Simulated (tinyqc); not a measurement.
Barrier and mass from two Fowler-Nordheim currents.

Question. Fowler-Nordheim tunnelling through a dielectric follows J = A F^2 exp(-B/F), A = q^2 me/(16 pi^2 hbar m1 phi1) (A/V^2 with phi1 in volts), B = (4/3) sqrt(m1/C) phi1^1.5 (V/nm), C = hbar^2/(2 m0). Find B, A, phi1 and m1.

Inputs (values chosen for the exercise):

| symbol | value | unit | meaning |
|---|---|---|---|
| me | 0.72 | m0 | emitter mass in the supply function |

Constants: q = 1.602176634e-19 C, hbar = 1.054571817e-34 J s, m0 = 9.1093837015e-31 kg, hbar^2/(2 m0) = 0.0380998212 eV nm^2. Results are converted to the units shown.

J at F = 0.87 and 1.37 V/nm (A/cm^2): 3.6344798e-6  0.57351075

Solution. The slope of ln(J/F^2) against 1/F is -B and the intercept gives A. A fixes the product m1 phi1, and B = (4/3) phi1 sqrt(m1 phi1/C) then gives phi1.

B = 26.37 V/nm
A = 6.975e-7 A/V^2
phi1 = 3.060 eV
m1 = 0.5200 m0

Numbers from tinyqc (`OMP_NUM_THREADS=1 python tinyqc.py 2540157 2540158 out.jsonl`; about 0.04 s on one thread of a shared Intel Xeon 2.30GHz).
